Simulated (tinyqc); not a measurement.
# Worked calculation: capacitance measurement on a leaky thin oxide: effects of series resistance and leakage

Program tinyqc, `OMP_NUM_THREADS=1 python tinyqc.py 2022201 2022202 out.jsonl`; Intel Xeon 2.30GHz, shared host, one thread, about 0.01 s. Printed values are rounded.

The device is a capacitance C in parallel with a leakage conductance G, in series with Rs and Ls. An impedance meter reports either a parallel pair (Cp, Gp) from Y = 1/Z = Gp + i w Cp or a series pair (Cs, Rm) from Z = Rm + 1/(i w Cs); w = 2 pi f, dissipation D = Gp/(w |Cp|).

Values chosen for this exercise; values of the order met in thin-oxide MOS capacitors: relative permittivity of the gate insulator (close to aluminium oxide) eox = 9; insulator thickness tox = 2.8 nm; gate area A = 400 um^2; oxide-equivalent thickness added by the accumulation layer zc = 0.44 nm; oxide-equivalent thickness added by gate depletion zp = 0 nm; gate leakage current density, not matched to the thickness Jg = 1 A/cm^2; voltage for an e-fold rise of the leakage Vs = 0.24 V; series resistance Rs = 6.6 ohm; series inductance Ls = 0 nH; measuring frequency f = 1e6 Hz.

Constants: eps0 = 8.8541878128e-14 F/cm where lengths are in cm. Results are converted to the units shown.

## True capacitance and conductance

EOT = 3.9 tox/eox; CET = EOT + zc + zp; C = 3.9 eps0 A/CET; G = Jg A/Vs.

EOT = 1.21333 nm
CET = 1.65333 nm
C = 8.35435 pF
G = 16.6667 uS

## What the meter reports

Z = Rs + i w Ls + 1/(G + i w C).

Z = (0.55014-1.73059i) x 1e4 ohm
Cp = 8.35252 pF
Gp = 16.6830 uS
Cs = 9.19657 pF
D = 0.317890

Cp is 0.022 % below C and Cs is 10 % above it; G Rs = 1.10e-4, w C Rs = 3.46e-4 and G/(w C) = 0.318.
